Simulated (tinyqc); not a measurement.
Band bending at a free surface with one surface level, surface photovoltage and Kelvin probe: two steps of the calculation.

n-type bulk, xi = Ec - EF = Vt ln(Nc/Nd), p0 = ni^2/Nd, ni = sqrt(Nc Nv) exp(-Eg/(2 Vt)), Eg in volts. b is the upward band bending, u = b/Vt. Space charge per area, in units of q: Qc = sign(b) sqrt((2 eps0 eps_r Vt/q) [(Nd + dn)(exp(-u) - 1) + Nd u + (p0 + dn)(exp(u) - 1)]), with dn the excess density under light (flat quasi-Fermi levels; 0 in the dark). The level holds -Ns f, f = 1/(1 + exp((xi + b - Es)/Vt)). Neutrality: Qc + Qf + (charge of the states) = 0.

Inputs (values chosen for the exercise); band and dielectric values close to those of silicon: temperature T = 350 K; band gap Eg = 1.1 eV; relative permittivity eps_r = 11.9; conduction-band density of states at T Nc = 3.52e19 cm^-3; valence-band density of states at T Nv = 3.36e19 cm^-3; electron affinity chi = 4.02 eV; donor density Nd = 2.4e15 cm^-3; fixed positive charge at the surface Qf = 0 cm^-2; density of an acceptor-like surface level Ns = 2.7e11 cm^-2; its depth below the conduction edge Es = 0.55 eV.

Constants: q = 1.602176634e-19 C, kB = 1.380649e-23 J/K, Vt = kB T/q, eps0 = 8.8541878128e-14 F/cm where lengths are in cm. Results are converted to the units shown.

Task 1. Bulk quantities. xi, ni, p0, the Debye length sqrt(eps0 eps_r Vt/(q Nd)) and the flat-band work function chi + xi.

Give: xi; ni; p0; Debye length; chi + xi.

Result 1.

xi = 0.2893 eV
ni = 4.138e11 cm^-3
p0 = 7.135e7 cm^-3
Debye length = 90.91 nm
chi + xi = 4.309 eV

Task 2. Charges against band bending. Evaluate Qc, the surface charge Qf - Ns f and their sum in the dark; the root lies where the sum changes sign.

b, point 0 to 6 (V): [0.085, 0.141, 0.197, 0.254, 0.31, 0.367, 0.423]

Wanted: Qc; surface charge; sum.

Result 2.

Qc, point 0 to 6 (cm^-2): [4.2284e10, 5.9226e10, 7.2581e10, 8.4060e10, 9.3992e10, 1.0314e11, 1.1151e11]
surface charge, point 0 to 6 (cm^-2): [-2.6920e11, -2.6499e11, -2.4082e11, -1.4984e11, -4.4015e10, -7.7183e9, -1.2353e9]
sum, point 0 to 6 (cm^-2): [-2.2692e11, -2.0576e11, -1.6824e11, -6.5782e10, 4.9977e10, 9.5424e10, 1.1028e11]

The sum rises steadily with b, so there is one root; bisection gives b = 0.28199 V.

Numbers from tinyqc (`OMP_NUM_THREADS=1 python tinyqc.py 2430155 2430156 out.jsonl`; about 0.01 s on one thread of a shared Intel Xeon 2.30GHz).
